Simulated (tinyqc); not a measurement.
FinFET, parasitic resistance, capacitance and delay: two steps of the calculation.

Nf fins under one contact; each has gated perimeter p = 2 Hf + Wf and cross-section A = Hf Wf; contact width Wc = Nf pf, stack height Hs = Hf. Contact length Lc = CPP - Lg - 2 Lsp, shared by two neighbouring gates. Source and drain sides are equal. The formulas are first-order estimates, not field solutions.

Inputs (values chosen for the exercise); values close to those of silicon logic devices:
```
symbol    value        unit                                  meaning
T           300           K                              temperature
Nf            2                                       number of fins
Hf           60          nm                               fin height
Wf            5          nm                                fin width
pf           24          nm                                fin pitch
CPP          42          nm                     contacted gate pitch
Lg           16          nm                              gate length
Lsp           4          nm                            spacer length
rc      7.1e-10    ohm cm^2                      contact resistivity
re      0.00028      ohm cm  resistivity of the source-drain epitaxy
te           20          nm    current-carrying depth of the epitaxy
rx       0.0006      ohm cm             resistivity of the extension
Cinv        3.4     uF/cm^2                    inversion capacitance
vx          1e7        cm/s                       injection velocity
mu          270  cm^2/(V s)                        apparent mobility
VT         0.21           V          threshold at zero drain voltage
dl        0.039         V/V                         barrier lowering
n          1.13                                  subthreshold factor
Vdd         0.8           V                           supply voltage
```

Constants: q = 1.602176634e-19 C, kB = 1.380649e-23 J/K, Vt = kB T/q. Results are converted to the units shown.

Task 1. Geometry and resistances. Epitaxy sheet resistance Rsh = re/te, transfer length LT = sqrt(rc/Rsh), contact Rc = [sqrt(rc Rsh)/Wc] coth(Lc/(2 LT)); extension of one fin Rx = rx Lsp/A. Effective width N p; for equal currents one side has Rc + Rx/N.

Find: Lc; effective width; Rsh; LT; Rc; Rx; one side times effective width.

Result 1.

Lc = 18.00 nm
effective width = 250.0 nm
Rsh = 140.0 ohm
LT = 22.52 nm
Rc = 173.0 ohm
Rx = 80.00 ohm
one side times effective width = 53.25 ohm um

Task 2. Fin currents at Vgs = Vdd, Vds = Vdd/2. One fin: I = p Q vx u/(1 + |u|^1.8)^(1/1.8), Q = Cinv n Vt ln(1 + exp((Vg' - VT + dl Vd')/(n Vt))), u = Vd' mu/(vx Lg), Vg' = Vgs - v, Vd' = Vds - 2 v, with the drop on each side v = Rc (sum of I) + Rx I. I(new) = I(out).

I at the start (uA): fin 1 0, fin 2 0
Rc = 173.01008 ohm
Rx = 80 ohm

Wanted: drop v; I(out); I after iteration 1.

Result 2.

drop v (mV): fin 1 0, fin 2 0
I(out) (uA): fin 1 252.9, fin 2 252.9
I after iteration 1 (uA): fin 1 252.9, fin 2 252.9

Program tinyqc, `OMP_NUM_THREADS=1 python tinyqc.py 2170129 2170130 out.jsonl`; Intel Xeon 2.30GHz, shared host, one thread, about 0.04 s.
